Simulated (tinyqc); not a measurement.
Worked calculation: effective-mass impurity with a central-cell term, in a basis of Slater functions. Computed by tinyqc, a small Python program that keeps every step. Command: `OMP_NUM_THREADS=1 python tinyqc.py 3002939 3002940 out.jsonl centralcell walk`. One thread of a shared host (Intel(R) Xeon(R) Processor @ 2.30GHz), about 0.01 s of CPU time with the checks. Intermediate numbers are printed to about 6 digits and carried at full precision; extremes and crossings named in words are read from the listed rows.

The envelope obeys H = -nabla^2 - (2/r) [Z + A exp(-kappa r)] in effective units, with kappa = a*/lambda; positive A deepens the well near the core.

Inputs (values chosen for the exercise, with mass and screening modelled on InP):
```
quantity                    value      unit
effective mass m           0.0792       m_0
dielectric constant eps        12         -
charge Z of the core            1         -
central-cell strength A       2.8         -
central-cell range lambda     2.1  angstrom
basis size n                    5         -
smallest exponent zeta_1     0.55      1/a*
ratio beta of exponents       2.6         -
```

Impurity: donor, one isotropic band.

Constants: Ry = 13.605693123 eV; a_0 = 0.529177210903 angstrom.

## Effective units

Units: Ry* = Ry m/eps^2 and a* = a_0 eps/m, with m in m_0. kappa = a*/lambda; the hydrogenic ground state is bound by Z^2 Ry*.

Ry* = 7.48313 meV

a* = 80.1784 angstrom

kappa = 38.1802 1/a*

hydrogenic binding energy = 7.48313 meV

## Matrices over the s basis

zeta_i = zeta_1 beta^(i-1), i = 1..n. For s functions exp(-zeta r), with s = zeta_i + zeta_j: S = 2/s^3, T = zeta_i zeta_j S, V = -2 Z/s^2, W = -2 A/(s + kappa)^2; each function is normalised by dividing by sqrt(S_ii S_jj).

exponents (1/a*): 0.55  1.43  3.718  9.6668  25.13368

overlap S, lower triangle (symmetric):
```
         1        2        3        4        5
1  1.00000
2  0.71886  1.00000
3  0.30090  0.71886  1.00000
4  0.09196  0.30090  0.71886  1.00000
5  0.02427  0.09196  0.30090  0.71886  1.00000
```

kinetic T (Ry*), lower triangle (symmetric):
```
          1        2        3        4        5
1    0.3025
2  0.565381   2.0449
3  0.615314  3.82198  13.8235
4  0.488944  4.15952  25.8366  93.4470
5  0.335479  3.30526  28.1184  174.655  631.702
```

Coulomb V (Ry*), lower triangle (symmetric):
```
           1         2         3         4          5
1       -1.1
2   -1.42334     -2.86
3   -1.28425  -3.70068    -7.436
4  -0.939568  -3.33905  -9.62176  -19.3336
5  -0.623309  -2.44288  -8.68152  -25.0166  -50.26736
```

central cell W (Ry*), lower triangle (symmetric):
```
             1           2          3         4         5
1  -0.00241540
2  -0.00968735  -0.0388900
3   -0.0363528   -0.146277  -0.553272
4    -0.117241   -0.474120   -1.81521  -6.11720
5    -0.282271    -1.15143   -4.50333  -15.9272  -45.4616
```

## Generalised eigenproblem

(T + V + W) c = E S c with c^T S c = 1 and the largest component positive.

two lowest levels (Ry*): -1.00118  -0.03937

coefficients of the lowest state: 0.398491  0.721815  -0.083600  0.016332  -0.001047

<T> = 1.08624 Ry*

<W> = -0.0177066 Ry*

## Converged levels

Large basis: zeta_i = 0.06 x 1.6^(i-1), i = 1..22, same formulas; for p functions r exp(-zeta r): S = 24/s^5, T = zeta_i zeta_j S (centrifugal term included), V = -12 Z/s^4, W = -12 A/(s + kappa)^4; overlap eigenvalues below 1e-11 are dropped. Binding energies are -E Ry*; the effective quantum number is nu = Z/sqrt(-E); |psi(0)|^2 is given relative to the hydrogenic Z^3/(pi a*^3).

1s binding energy = 7.59825 meV

2s binding energy = 1.88507 meV

2p binding energy = 1.87075 meV

effective quantum number of 1s = 0.992396

relative |psi(0)|^2 = 1.42384

The central cell moves 1s by +0.115 meV, 2s by +0.014 meV and 2p by a negligible amount: p states vanish at the core, so the 2p level gives the hydrogenic scale and 1s the chemical shift. The small basis lies 0.11 meV above the converged 1s level.

## Chemical shift by three methods

First order: shift = 8 A Z^3/(2 Z + kappa)^2 Ry*. One exponent: minimise zeta^2 - 2 Z zeta - 8 A zeta^3/(2 zeta + kappa)^2 by golden section on 0.2 to 6 Z. All shifts are the binding beyond Z^2 Ry*.

Shift of the 1s binding energy (meV):
```
A      first order  one exponent  large basis
-2.80    -0.103826     -0.100906    -0.094675
-1.40    -0.051913     -0.051170    -0.049512
0.28      0.010383      0.010413     0.010485
0.70      0.025957      0.026148     0.026605
1.40      0.051913      0.052685     0.054580
2.80      0.103826      0.106975     0.115117
3.50      0.129783      0.134752     0.147956
```

The three columns are ordered, first order <= one exponent <= large basis, since each is a variational bound with more freedom. At the largest attractive A first order gives 88 % and one exponent 91 % of the shift; at the most repulsive A the true shift is -0.095 meV against -0.104. Attraction pulls the envelope in and feeds itself, repulsion pushes it out and saturates.

## Convergence with the basis

The error is the lowest level above the large-basis value.

Error of the 1s level:
```
n  error (meV)  largest exponent (1/a*)
1      1.61238              5.50000e-01
2      0.21074              1.43000e+00
3      0.14822              3.71800e+00
4      0.10798              9.66680e+00
5      0.10625              2.51337e+01
6      0.10438              6.53476e+01
7      0.10385              1.69904e+02
8      0.10369              4.41750e+02
```

The error falls from 1.61 to 0.104 meV. The last function changes it by less than 5 %: it has levelled off, and what remains is set by beta and zeta_1, not by the range of exponents.

Checks made by the program: the large basis at A = 0 against Z^2, Z^2/4 and Z^2/4 (relative difference 5e-06).
